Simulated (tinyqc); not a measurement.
# Critical temperature from a phonon spectrum: McMillan, Allen-Dynes and the linearised Eliashberg equation, step by step

A worked calculation. Computed by tinyqc, a small Python program that keeps every step. Command: `OMP_NUM_THREADS=1 python tinyqc.py 3008735 3008736 out.jsonl eliashberg walk`. One thread of a shared host (Intel(R) Xeon(R) Processor @ 2.30GHz), about 0.01 s of CPU time with the checks. Intermediate numbers are printed to about 7 digits and carried at full precision; extremes and crossings named in words are read from the listed rows.

alpha^2 F(omega) = sum_i (lambda_i omega_i/2) delta(omega - omega_i), so that lambda = 2 int alpha^2 F/omega d omega = sum_i lambda_i.

Inputs (values chosen for the exercise, for a model metal):
```
quantity                                value  unit
peak energy omega_1                      7.77   meV
coupling lambda_1                       0.609     -
peak energy omega_2                      20.8   meV
coupling lambda_2                       0.199     -
peak energy omega_3                      28.5   meV
coupling lambda_3                       0.482     -
Coulomb pseudopotential mu*               0.1     -
trial temperature                        9.41     K
Matsubara points N in the small matrix      4     -
```

Peaks in alpha^2 F: three.

Constants: k_B = 8.617333262e-05 eV/K.

## Moments of the spectrum

omega_log = exp(sum lambda_i ln omega_i / lambda); omega_rms = sqrt(sum lambda_i omega_i^2 / lambda).

lambda = 1.29

omega_log = 14.69887 meV

omega_rms = 19.96833 meV

## McMillan and Allen-Dynes

McMillan form: k_B T_c = (omega_log/1.2) exp[-1.04 (1 + lambda)/(lambda - mu* (1 + 0.62 lambda))]. Allen-Dynes multiplies it by f1 f2: f1 = [1 + (lambda/L1)^(3/2)]^(1/3), L1 = 2.46 (1 + 3.8 mu*); f2 = 1 + (omega_rms/omega_log - 1) lambda^2/(lambda^2 + L2^2), L2 = 1.82 (1 + 6.3 mu*) omega_rms/omega_log.

T_c, McMillan form = 16.63147 K

f1 = 1.072671

f2 = 1.033317

T_c, Allen-Dynes = 18.43448 K

The two corrections raise T_c by 10.8 %.

## The small kernel at the trial temperature

Linearised Eliashberg equation at omega_n = (2n + 1) pi k_B T, n = 0..N-1: lambda(j) = sum_i lambda_i omega_i^2/(omega_i^2 + (2 pi j k_B T)^2); K_mn = lambda(m - n) + lambda(m + n + 1) - 2 mu*(N) - delta_mn [2m + 1 + lambda(0) + 2 sum_(j=1..m) lambda(j)], with 1/mu*(N) = 1/mu* + ln(omega_rms/omega_N), omega_N = (2N + 1) pi k_B T. T_c is where the largest eigenvalue rho of K is zero.

lambda(j), j = 0, 1, ...: 1.290000  1.080690  0.811756  0.628608  0.497739  0.399362  0.324061  0.265944

mu*(N) = 0.1014012

K, lower triangle (symmetric):
```
          1         2         3          4
1  -0.12211
2   1.68964  -4.73557
3   1.23756   1.37563  -8.58833
4   0.92354   1.00831   1.20195  -11.97897
```

## Largest eigenvalue of the small kernel

K is the kernel of the linearised Eliashberg equation on the Matsubara points omega_n = (2n + 1) pi k_B T; T_c is where its largest eigenvalue rho is zero. Diagonalise K; at rho = 0 the eigenvector c is the gap function Delta_n/omega_n up to a factor; away from it Delta_n/Delta_0 = (2n + 1) c_n/c_0 is only an estimate.

largest eigenvalue rho = 0.8657984

Delta_n/Delta_0: 1.000000  1.117283  1.001665  0.839175

rho > 0: in this small matrix the trial temperature lies below T_c.

## Critical temperature from the full kernel

N is the smallest integer at or above 8 omega_max/(2 pi k_B T_AD), omega_max the highest peak and T_AD the Allen-Dynes value.

N used = 23

T_c, Eliashberg = 17.59784 K

k_B T_c/omega_log = 0.1031688

Allen-Dynes/Eliashberg = 1.047542

McMillan/Eliashberg = 0.9450857

## Scaling the whole coupling

All lambda_i are multiplied by s. The last column is the large-lambda limit for mu* = 0, k_B T_c = 0.1827 omega_rms sqrt(lambda).

T_c (K):
```
s    lambda  McMillan  Allen-Dynes  Eliashberg  large-lambda limit
0.6   0.774   7.46093      7.82088     6.99739            37.24584
0.8   1.032  12.45639     13.40607    12.42261            43.00780
1.0   1.290  16.63147     18.43448    17.59784            48.08418
1.3   1.677  21.47312     24.97075    24.80475            54.82440
1.7   2.193  26.05034     32.39957    33.42081            62.69410
2.3   2.967  30.54370     41.96814    44.44918            72.92327
3.2   4.128  34.57037     54.32703    58.05443            86.01559
```

McMillan/Eliashberg runs from 1.07 at lambda = 0.77 to 0.60 at 4.13: the exponential form levels off at large lambda, while the true T_c keeps rising (exponent 0.81 between the last rows, tending to 1/2). Allen-Dynes stays within about 12 % over the table. The last row reaches 67 % of the mu* = 0 limit; with mu* above zero T_c stays below that line at any lambda.

## Isotope exponent

T_c ~ M^(-a). All omega_i scale as M^(-1/2) at fixed lambda, but mu* = mu/(1 + mu ln(E_F/omega)) changes: d mu*/d ln omega = mu*^2. In the McMillan form a = (1/2) [1 - 1.04 (1 + lambda)(1 + 0.62 lambda) mu*^2/(lambda - mu* (1 + 0.62 lambda))^2].

isotope exponent a = 0.4826059

The exponent is close to the BCS value 1/2.

Checks made by the program: one-point kernel at mu* = 0: rho = lambda(1) - 1 (relative difference 5e-10); T_c against the Allen-Dynes fit (relative difference 5e-02).
